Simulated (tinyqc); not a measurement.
Deformation-potential model of the X valleys of a conduction band, step by step. Values are carried at full precision from step to step, so a last printed digit may differ when a step is redone from the rounded ones.

s11 = (C11 + C12)/((C11 - C12)(C11 + 2 C12)), s12 = -C12/((C11 - C12)(C11 + 2 C12)), s44 = 1/C44; exx = s11 sxx + s12 (syy + szz) and cyclic, exy = s44 sxy/2; tension is positive. A uniaxial stress X along the unit vector n is s_ij = X n_i n_j. Biaxial (001) means sxx = syy = X.

Constants: kB = 8.617333262e-05 eV/K; hbar^2/2m0 = 3.80998211 eV angstrom^2.

Inputs chosen for the exercise (near those of GaP; not measured data):

| symbol | value | unit | meaning |
|---|---|---|---|
| C11 | 139.8 | GPa |  |
| C12 | 62 | GPa |  |
| C44 | 69.9 | GPa |  |
| load | biaxial (001) |  | kind of stress |
| X | 0.82 | GPa | stress |
| Xd | 1.37 | eV | dilation potential |
| Xu | 6.46 | eV | uniaxial potential |
| T | 400 | K | temperature |
| ml | 2.044 | m0 | longitudinal mass |
| mt | 0.26 | m0 | transverse mass |

## Strain from a biaxial (001) stress

Form the compliances and the strain.

s11, s12, s44 (1/TPa): 9.8326  -3.0209  14.3062

strain tensor:
```
          x         y          z
x  0.005586  0.000000   0.000000
y  0.000000  0.005586   0.000000
z  0.000000  0.000000  -0.004954
```

## Valley shifts

Valleys with axes along x, y and z, one whole valley each. Herring-Vogt shift of a valley with unit axis a: dE = Xd tr(e) + Xu a.e.a. Non-degenerate shares n_i = exp(-dE_i/kT)/sum_j exp(-dE_j/kT). Inverse mass tensor of a valley: (1 - a a)/mt + a a/ml; the masses are taken as independent of strain.

Apply the Herring-Vogt formula to each valley.

Xd tr(e) = 8.52 meV

a.e.a: x 0.005586, y 0.005586, z -0.004954

shifts dE (meV): x 44.60, y 44.60, z -23.49

The lowest valley is z, 68.1 meV below the highest; the mean shift over all valleys is (Xd + Xu/3) tr(e) = 21.90 meV.

## Shares of the electrons

Boltzmann factors of the shifts.

kT = 34.469 meV

shares: x 0.1086, y 0.1086, z 0.7828

effective number of valley axes, 1/(largest share) = 1.277

## Conductivity mass tensor

With one scattering time for all valleys the conductivity goes as M = sum_i n_i (inverse mass tensor of valley i); along the unit vector u, 1/m_c = u.M.u. Without stress 1/m_c = (1/ml + 2/mt)/3. Take u along [100].

M (1/m0):
```
       x      y      z
x  3.482  0.000  0.000
y  0.000  3.482  0.000
z  0.000  0.000  1.218
```

m_c along [100] = 0.2872 m0
m_c without stress = 0.3667 m0

The repopulation alone changes the mobility along [100] by +27.7 %; with all electrons in the valleys lightest or heaviest along this direction it would change by +41 or -82 %.

## Effective density of states

Each of the 3 whole valleys has m_d = (ml mt^2)^(1/3) and N = 2 (m_d kT/(4 pi c))^(3/2), c = hbar^2/2m0. Counted from the lowest edge, Nc = N x sum_i exp(-(dE_i - dE_min)/kT). 1 angstrom^-3 = 1e24 cm^-3.

m_d = 0.5170 m0
N of one valley = 1.436e+19 cm^-3
Nc under stress = 1.835e+19 cm^-3
Nc without stress = 4.308e+19 cm^-3

## Piezoresistance from repopulation

For small stress d(rho)/rho = pi X. For valleys on the cube axes pi11 = -(2/3) Xu (s11 - s12)/kT x (K - 1)/(2K + 1), pi12 = -pi11/2, pi44 = 0, K = ml/mt. For stress along [110]: pi_l = (pi11 + pi12 + pi44)/2 with the current along it and pi_t = (pi11 + pi12 - pi44)/2 with the current along [1-10]. 1/GPa = 100 x 1e-11/Pa.

K = 7.862

pi11, pi12, pi44 (1e-11/Pa): -65.9  32.9  0.0

pi_l, pi_t for [110] (1e-11/Pa): -16.5  -16.5

Only the transfer between valleys is counted; changes of mass and of intervalley scattering add to it in a real crystal.

## Checks

- Conductivity mass at zero stress against 3/(1/ml + 2/mt): both 0.3666789.
- Piezoresistance coefficients by finite differences against the closed form: largest difference 6.2e-09.

Computed by tinyqc, a small Python program: `OMP_NUM_THREADS=1 python tinyqc.py 1050441 1050442 out.jsonl` (the numbers bound the seed that draws the inputs); one thread of a shared host (Intel(R) Xeon(R) Processor @ 2.30GHz), about 0.01 s for the whole set of steps.
